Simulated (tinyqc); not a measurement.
Worked calculation: RHF in the 6-31g basis, for He, spin multiplicity 1. Computed by tinyqc, a small Python program that keeps every step (integrals from PySCF). Settings: charge = 0, multiplicity = 1, basis = 6-31g, energy threshold = 1e-09, iteration cap = 63, orthogonalisation = symmetric, start = core, DIIS depth = 8, method = RHF. Command: `OMP_NUM_THREADS=1 python tinyqc.py 30857 30858 out.jsonl` (the two numbers bound the seeds that draw the settings). One thread of a shared host (Intel(R) Xeon(R) Processor @ 2.60GHz), about 0.04 s of CPU time with the checks. Later iterations appear only in the table of the cycle.

## One-electron integrals

Geometry (angstrom):
```
atom        x        y        z
He    0.00000  0.00000  0.00000
```

Basis 6-31g: exponents (1/bohr^2) and contraction coefficients of normalised primitives:
```
element  l (shell)  exponent  coefficient
He           s (1)  38.42163      0.04014
He           s (1)   5.77803      0.26125
He           s (1)   1.24177      0.79318
He           s (2)   0.29796      1.00000
```

Overlap, kinetic and nuclear-attraction integrals over the contracted functions; the nuclear repulsion is the sum of Za Zb / Rab.

nuclear repulsion = 0 hartree

overlap S:
```
         1He 1s   1He 2s
1He 1s  1.00000  0.63415
1He 2s  0.63415  1.00000
```

kinetic energy T (hartree):
```
         1He 1s   1He 2s
1He 1s  2.92565  0.46723
1He 2s  0.46723  0.44695
```

nuclear attraction V (hartree):
```
          1He 1s    1He 2s
1He 1s  -4.80528  -2.01364
1He 2s  -2.01364  -1.74214
```

core Hamiltonian H = T + V (hartree):
```
          1He 1s    1He 2s
1He 1s  -1.87963  -1.54641
1He 2s  -1.54641  -1.29519
```

## Two-electron integrals

Functions are numbered as in S; the eight-fold symmetry (ij|kl) = (ji|kl) = (kl|ij) leaves the list below.

Two-electron integrals (ij|kl) in chemists' order, unique and non-zero (hartree):
```
(11|11) 1.54394   (21|11) 0.78545   (21|21) 0.42703   (22|11) 0.80395
(22|21) 0.47619   (22|22) 0.61594
```

## Orthogonalisation

S = U s U^T; symmetric (Loewdin) form X = U s^(-1/2) U^T, so that X^T S X = 1.

eigenvalues of S: 0.36585  1.63415

X:
```
          1He 1s    1He 2s
1He 1s   1.21777  -0.43551
1He 2s  -0.43551   1.21777
```

## Starting guess

The start is the orbitals of the core Hamiltonian; D = 2 C_occ C_occ^T.

D at the start:
```
         1He 1s   1He 2s
1He 1s  1.19361  0.48221
1He 2s  0.48221  0.19481
```

## Iteration 1: building the Fock matrix

J_ij = sum D_kl (ij|kl), K_ij = sum D_kl (ik|jl); F = H + J - 0.5 K; E = tr D H + tr D J / 2 - 0.25 tr D K + E_nn.

Coulomb J (hartree):
```
         1He 1s   1He 2s
1He 1s  2.75697  1.44211
1He 2s  1.44211  1.53884
```

exchange K (hartree):
```
         1He 1s   1He 2s
1He 1s  2.68354  1.62387
1He 2s  1.62387  1.08894
```

Fock matrix F (hartree):
```
          1He 1s    1He 2s
1He 1s  -0.46443  -0.91623
1He 2s  -0.91623  -0.30082
```

total energy of this density = -2.7419068 hartree

## Iteration 1: diagonalisation and new density

Diagonalise F' = X^T F X, C = X C', fill 1 alpha and 1 beta electrons from the bottom; D = 2 C_occ C_occ^T. Each column has its largest component positive (the first on a tie).

F' = X^T F X (hartree):
```
          1         2
1   0.22606  -1.12668
2  -1.12668   0.43765
```

orbital energies (hartree): MO1 -0.79978, MO2 1.46349

coefficients C:
```
            MO1       MO2
1He 1s  0.60725  -1.14188
1He 2s  0.49783   1.19365
```

D after iteration 1:
```
         1He 1s   1He 2s
1He 1s  0.73750  0.60461
1He 2s  0.60461  0.49567
```

## Iteration 2: building the Fock matrix

As before.

Coulomb J (hartree):
```
         1He 1s   1He 2s
1He 1s  2.48693  1.33167
1He 2s  1.33167  1.47404
```

exchange K (hartree):
```
         1He 1s   1He 2s
1He 1s  2.30010  1.55957
1He 2s  1.55957  1.19606
```

Fock matrix F (hartree):
```
          1He 1s    1He 2s
1He 1s  -0.54274  -0.99452
1He 2s  -0.99452  -0.41918
```

total energy of this density = -2.8544117 hartree

## Iteration 2: DIIS over 2 matrices

error matrix X^T (FDS - SDF) X:
```
          1        2
1   0.00000  0.05654
2  -0.05654  0.00000
```

B (overlaps of the stored error matrices):
```
               1              2
1  9.1105463e-01  7.6323664e-02
2  7.6323664e-02  6.3940202e-03
```

Minimise |sum c_i e_i|^2 with sum c_i = 1: solve [B -1; -1 0][c; lambda] = [0; -1] with B_ij = tr e_i^T e_j, and take F = sum c_i F_i.

DIIS coefficients: -0.09144  1.09144

extrapolated F (hartree):
```
          1He 1s    1He 2s
1He 1s  -0.54991  -1.00168
1He 2s  -1.00168  -0.43000
```

## Iteration 2: diagonalisation and new density

As before.

F' = X^T F X (hartree):
```
          1         2
1   0.16543  -1.15576
2  -1.15576   0.32050
```

orbital energies (hartree): MO1 -0.91539, MO2 1.40132

coefficients C:
```
            MO1       MO2
1He 1s  0.59198  -1.14987
1He 2s  0.51369   1.18691
```

D after iteration 2:
```
         1He 1s   1He 2s
1He 1s  0.70089  0.60819
1He 2s  0.60819  0.52775
```

## Iteration 3: building the Fock matrix

As before.

Coulomb J (hartree):
```
         1He 1s   1He 2s
1He 1s  2.46181  1.32124
1He 2s  1.32124  1.46777
```

exchange K (hartree):
```
         1He 1s   1He 2s
1He 1s  2.26289  1.55049
1He 2s  1.55049  1.20358
```

Fock matrix F (hartree):
```
          1He 1s    1He 2s
1He 1s  -0.54926  -1.00041
1He 2s  -1.00041  -0.42921
```

total energy of this density = -2.8551604 hartree

## Iteration 3: DIIS over 3 matrices

error matrix X^T (FDS - SDF) X:
```
         1         2
1  0.00000  -0.00036
2  0.00036   0.00000
```

B (overlaps of the stored error matrices):
```
                1               2               3
1   9.1105463e-01   7.6323664e-02  -4.9238651e-04
2   7.6323664e-02   6.3940202e-03  -4.1249713e-05
3  -4.9238651e-04  -4.1249713e-05   2.6611409e-07
```

As before.

DIIS coefficients: -0.04125  0.49591  0.54534

extrapolated F (hartree):
```
          1He 1s    1He 2s
1He 1s  -0.54953  -1.00096
1He 2s  -1.00096  -0.42953
```

## Iteration 3: diagonalisation and new density

As before.

F' = X^T F X (hartree):
```
          1         2
1   0.16532  -1.15500
2  -1.15500   0.32051
```

orbital energies (hartree): MO1 -0.91470, MO2 1.40052

coefficients C:
```
            MO1       MO2
1He 1s  0.59204  -1.14984
1He 2s  0.51363   1.18694
```

D after iteration 3:
```
         1He 1s   1He 2s
1He 1s  0.70102  0.60818
1He 2s  0.60818  0.52763
```

## Iteration 10 (converged): orbitals

converged F (hartree):
```
          1He 1s    1He 2s
1He 1s  -0.54922  -1.00037
1He 2s  -1.00037  -0.42915
```

As before.

F' = X^T F X (hartree):
```
          1         2
1   0.16522  -1.15438
2  -1.15438   0.32051
```

orbital energies (hartree): MO1 -0.91413, MO2 1.39986

coefficients C:
```
            MO1       MO2
1He 1s  0.59208  -1.14982
1He 2s  0.51359   1.18696
```

D after iteration 10:
```
         1He 1s   1He 2s
1He 1s  0.70112  0.60817
1He 2s  0.60817  0.52754
```

## Convergence

Stop when the energy changes by less than 1e-09 hartree and every element of the error matrix X^T (F D S - S D F) X is below 9e-06.

Course of the cycle:
```
iteration  E (hartree)     change  largest element of the error matrix
1           -2.7419068          -                             6.75e-01
2           -2.8544117  -1.13e-01                             5.65e-02
3           -2.8551604  -7.49e-04                             3.65e-04
4           -2.8551604  -2.48e-08                             1.65e-04
5           -2.8551604  -3.70e-09                             1.06e-04
6           -2.8551604  -1.20e-09                             7.83e-05
7           -2.8551604  -5.34e-10                             6.20e-05
8           -2.8551604  -2.83e-10                             5.13e-05
9           -2.8551604  -1.68e-10                             4.38e-05
10          -2.8551604  -4.48e-10                             5.49e-08
```

PySCF RHF in the same basis = -2.8551604 hartree

Converged in 10 iterations.

## Populations

Mulliken: Z minus the diagonal of D S on the atom; Loewdin: the same with S^(1/2) D S^(1/2).

Charges (e):
```
atom  Mulliken  Loewdin
1He          0        0
```
